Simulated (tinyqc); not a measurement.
Strain, valley repopulation and piezoresistance in a many-valley conduction band: one step, computed by the program tinyqc.

Valleys are ellipsoids with mass m_l along the axis a and m_t across it, parabolic, with one constant relaxation time; strain shifts the valleys and leaves the masses alone. Currents are taken along [110], along the load, and along [001], across the load.

Question. Populations. Each of the 6 valleys holds n_v = N_v (2/sqrt(pi)) F_1/2((E_F - dE_v)/(k_B T)), N_v = 2 (m_d k_B T/(2 pi hbar^2))^(3/2), m_d = (m_l m_t^2)^(1/3); E_F solves sum n_v = n and is counted from the unstrained edge. F_j(eta) = int_0^infinity x^j/(1 + exp(x - eta)) dx, without a gamma-function factor. It is evaluated after integrating by parts. Integrals over x = E/(k_B T) use 160 Gauss-Legendre points in u = sqrt(x) from 0 to sqrt(max(eta, 0) + 32).

Inputs (values chosen for the exercise, modelled on silicon):
```
quantity               value    unit
longitudinal mass m_l  0.891     m_0
transverse mass m_t    0.187     m_0
electron density n     4e+19  1/cm^3
temperature T            350       K
```

Valley axes: <100> (6 valleys in 3 pairs). Load: uniaxial [110].

shifts dE (meV): x -16.89160, y -16.89160, z 9.23712

Constants: k_B = 8.617333262e-05 eV/K; m_0 = 9.1093837015e-31 kg; k_B = 1.380649e-23 J/K; hbar = 1.054571817e-34 J s.

Give: Fermi level E_F; share of the electrons (per pair).

Answer.

Fermi level E_F = 8.4399 meV

share of the electrons (per pair): x 0.39544, y 0.39544, z 0.20912

Caution: shear strain also changes the transverse masses of <100> valleys, which this model leaves out.
